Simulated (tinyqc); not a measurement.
Size of the sine basis: hole subbands of a hard-walled well, four-band Luttinger model.

Hole energies are counted downwards from the unstrained band edge, c = hbar^2/2m0. After the usual block transformation one block is H = [[P + Q - Zs, R - i S], [R + i S, P - Q + Zs]] in (heavy, light), with P +/- Q = c [(g1 +/- g2) k^2 + (g1 -/+ 2 g2) kz^2], R = sqrt(3) c gR k^2, S = 2 sqrt(3) c g3 k kz, kz = -i d/dz; axial approximation gR = (g2 + g3)/2. Zs = b (e_par - e_perp) is the shear part of the strain (the hydrostatic part shifts all levels alike and is left out). Basis sqrt(2/L) sin(n pi z/L), n = 1 to N, for each component: kz^2 gives (n pi/L)^2 and the heavy-light block is R delta_nm - 2 sqrt(3) c g3 k D_nm with D_nm = 4 n m/(L (n^2 - m^2)) for n + m odd, 0 otherwise. The other block has the same levels. The split-off band is left out.

Constants: hbar^2/2m0 = 3.80998211 eV angstrom^2.

Values chosen for the exercise (near those of Ge; not measured data):
- g1 = 13.37 (Luttinger gamma1)
- g2 = 4.25 (gamma2)
- g3 = 5.69 (gamma3)
- L = 110 angstrom (well width along [001])
- Zs = 0 eV (shear strain energy)
- k = 0.0236 1/angstrom (wave vector in the plane)

The four lowest hole energies at the given k for growing N.

Hole energies (meV):

| N | E1 | E2 | E3 | E4 |
|---|---|---|---|---|
| 2 | 34.137 | 57.131 | 137.400 | 300.314 |
| 3 | 32.246 | 52.016 | 131.645 | 138.973 |
| 4 | 32.164 | 52.005 | 127.263 | 128.116 |
| 6 | 31.974 | 51.708 | 126.842 | 127.399 |
| 10 | 31.910 | 51.617 | 126.693 | 127.166 |
| 20 | 31.894 | 51.596 | 126.653 | 127.106 |
| 40 | 31.892 | 51.594 | 126.648 | 127.098 |
| 80 | 31.892 | 51.593 | 126.647 | 127.097 |

Is N = 3 enough for 1 meV in the two lowest levels?

Yes: against N = 80, N = 3 errs by up to 0.42 meV in E1 and E2, always upwards, as a variational basis must. Both are within 0.1 meV of N = 80 from N = 10 on; N = 40 and N = 80 differ by 3.2e-04 meV at most.

(tinyqc, `OMP_NUM_THREADS=1 python tinyqc.py 1282796 1282797 out.jsonl`, Intel(R) Xeon(R) Processor @ 2.30GHz, 1 thread, shared host, about 0.1 s.)
